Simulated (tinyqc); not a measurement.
Van der Pauw, Hall and four-point-probe measurements on a doped layer: two steps of the calculation.

A uniform n-type layer with sheet resistance Rs = 1/(q ns mu), point contacts, low field (mu B small).

Values chosen for this exercise:
```
symbol,value,unit,meaning
ns,1.3e12,cm^-2,sheet density of the layer
mu,1500,cm^2/(V s),drift mobility
rH,0.8,,Hall factor
B,0.3,T,magnetic field
I,500,uA,current
ar,1.56,,side ratio a/b of a rectangular sample with corner contacts
```

Constants: q = 1.602176634e-19 C. Results are converted to the units shown.

Problem 1. Resistances and Hall voltage. Rs = 1/(q ns mu). For a rectangle with contacts at the corners, RA = (8 Rs/pi) sum_(k>=0) ln coth((2k + 1) pi a/(2 b)) with current along a short side b and voltage along the opposite one, RB the same with a and b exchanged; Hall voltage VH = rH B I/(q ns), negative for electrons.

Give: Rs; RA; RB; VH.

Solution 1.

Rs = 3200.8 ohm/square
RA = 121.29 ohm
RB = 2228.4 ohm
VH = -57.614 mV

RB/RA = 18.4; for a square both equal Rs ln 2/pi = 706 ohm.

Problem 2. New z. The van der Pauw equation exp(-pi RA z) + exp(-pi RB z) = 1 is solved for z = 1/Rs: e1 = exp(-pi RA z), e2 = exp(-pi RB z), f = e1 + e2 - 1, f' = -pi (RA e1 + RB e2), z(new) = z - f/f'.

z after iteration 1 = 0.27706935 mS
RA = 121.29141 ohm
RB = 2228.3575 ohm

Give: e1; e2; f; f'; z after iteration 2.

Solution 2.

e1 = 0.8998
e2 = 0.1438
f = 0.04356
f' = -1.349 kohm
z after iteration 2 = 0.3094 mS

Numbers from tinyqc (`OMP_NUM_THREADS=1 python tinyqc.py 2850172 2850173 out.jsonl`; about 0.01 s on one thread of a shared Intel Xeon 2.30GHz).
